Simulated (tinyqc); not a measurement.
Worked calculation: Hubbard chain of 3 sites. Computed by tinyqc, a small Python program that keeps every step. Settings: hopping = 0.87, U = 8.1, mixing = 1, iteration cap = 75. Command: `OMP_NUM_THREADS=1 python tinyqc.py 27263 27264 out.jsonl` (the two numbers bound the seeds that draw the settings). One thread of a shared host (Intel(R) Xeon(R) Processor @ 2.60GHz), about 0.2 s of CPU time with the checks. Later iterations appear only in the table of the cycle.

## Mean-field iteration 1

one-body matrix (hopping and site energies) (eV), order 1, 2, 3:
```
[[0.660000, -0.870000, 0.000000],
 [-0.870000, -0.440000, -0.870000],
 [0.000000, -0.870000, -0.740000]]
```

U = 8.100000 eV

electrons, up and down: [2, 1]

mixing = 1

n(up) at the start (a guess, not normalised): [0.667000, 0.667000, 0.667000]

n(down) at the start (a guess): [0.333000, 0.333000, 0.333000]

H(up) = T + U n(down), H(down) = T + U n(up); fill the lowest levels; n(new) = n + mixing (n(out) - n); E = tr T (rho up + rho down) + U sum n_up n_down of the output.

levels, up (eV): [1.071589, 2.560894, 3.939417]

levels, down (eV): [3.776989, 5.266294, 6.644817]

energy = 3.020707 eV

n(up) after iteration 1: [0.348087, 0.708141, 0.943772]

n(down) after iteration 1: [0.068671, 0.473998, 0.457331]

## Mean-field iteration 2

As before.

levels, up (eV): [0.867567, 2.470454, 4.241979]

levels, down (eV): [3.100403, 5.260529, 7.319068]

energy = 5.530840 eV

n(up) after iteration 2: [0.946537, 0.353332, 0.700131]

n(down) after iteration 2: [0.833468, 0.158255, 0.008277]

## Mean-field iteration 3

As before.

levels, up (eV): [-1.084847, 1.138928, 7.525919]

levels, down (eV): [2.039813, 5.183195, 8.456992]

energy = 5.313538 eV

n(up) after iteration 3: [0.017311, 0.982882, 0.999807]

n(down) after iteration 3: [0.017256, 0.901149, 0.081595]

## Convergence

Each step fills the lowest levels of T + U n(other spin) and sets n(new) = n + mixing (n(out) - n); stop when output and input agree to 1e-8.

Course of the cycle:
```
iteration      E (eV)  largest |n(out) - n(in)|  mean |n_up - n_down|
1          3.02070726                  3.19e-01              0.333333
2          5.53083963                  7.65e-01              0.333333
3          5.31353773                  9.29e-01              0.333333
4          7.70614517                  9.66e-01              0.334514
5          5.81935817                  9.74e-01              0.333333
6          7.79072817                  9.75e-01              0.333333
7          5.82422390                  9.75e-01              0.333333
8          7.79116720                  9.75e-01              0.333333
9          5.82424690                  9.75e-01              0.333333
10         7.79116925                  9.75e-01              0.333333
11         5.82424701                  9.75e-01              0.333333
...               ...                       ...                   ...
65         5.82424701                  9.75e-01              0.333333
66         7.79116926                  9.75e-01              0.333333
67         5.82424701                  9.75e-01              0.333333
68         7.79116926                  9.75e-01              0.333333
69         5.82424701                  9.75e-01              0.333333
70         7.79116926                  9.75e-01              0.333333
71         5.82424701                  9.75e-01              0.333333
72         7.79116926                  9.75e-01              0.333333
73         5.82424701                  9.75e-01              0.333333
74         7.79116926                  9.75e-01              0.333333
75         5.82424701                  9.75e-01              0.333333
```

Not converged within 75 iterations: the residual has stopped falling: the iteration swings between two states. The lowest mean-field energy found from random starts is -0.89521 eV. Reruns (cap 100 unless said): mixing 0.2: converged in 93 (E = -0.89521); mixing 0.5: converged in 33 (E = -0.89521); mixing 0.9: not converged; the original settings with a cap of 400: not converged.

## The many-body Hamiltonian

Basis: all placements (u, d, 2, 0 on each site), up operators ordered before down ones; hops carry the sign of the same-spin electrons passed.

H (eV), order 2u0, u20, uud, 20u, udu, u02, duu, 02u, 0u2:
```
[[8.980000, -0.870000, 0.000000, -0.870000, 0.000000, 0.000000, 0.000000, 0.000000, 0.000000],
 [-0.870000, 7.880000, -0.870000, 0.000000, -0.870000, 0.000000, 0.000000, 0.000000, 0.000000],
 [0.000000, -0.870000, -0.520000, 0.000000, 0.000000, -0.870000, 0.000000, 0.000000, 0.000000],
 [-0.870000, 0.000000, 0.000000, 8.680000, -0.870000, 0.000000, -0.870000, 0.000000, 0.000000],
 [0.000000, -0.870000, 0.000000, -0.870000, -0.520000, -0.870000, 0.000000, -0.870000, 0.000000],
 [0.000000, 0.000000, -0.870000, 0.000000, -0.870000, 7.280000, 0.000000, 0.000000, -0.870000],
 [0.000000, 0.000000, 0.000000, -0.870000, 0.000000, 0.000000, -0.520000, -0.870000, 0.000000],
 [0.000000, 0.000000, 0.000000, 0.000000, -0.870000, 0.000000, -0.870000, 6.480000, -0.870000],
 [0.000000, 0.000000, 0.000000, 0.000000, 0.000000, -0.870000, 0.000000, -0.870000, 6.180000]]
```

## Exact diagonalisation (9 states)

Lowest levels of the sector, and the double occupancy of the lowest state.

lowest levels (eV): [-1.061938, -0.704478, -0.520000, 5.333169, 6.906447, 7.385659]

double occupancy per site = 0.020877

## The lowest level by Lanczos steps

From a random start vector (not printed): a_j = <q_j|H|q_j>, b_j = norm of the remainder after orthogonalising; the Ritz value is the lowest eigenvalue of the tridiagonal matrix of a and b so far.

Lanczos:
```
j  a_j (eV)  b_j (eV)  lowest Ritz value (eV)
1  3.979795  4.430100              3.97979500
2  3.310611  1.864961             -0.79751406
3  7.938140  1.801502             -1.01069140
4  5.644696  3.035804             -1.02287720
5  1.681038  2.551752             -1.03687418
6  6.748745  0.427554             -1.06111566
7  5.225088  3.236999             -1.06134807
8  1.284967  0.137428             -1.06193580
9  8.106921         0             -1.06193762
```
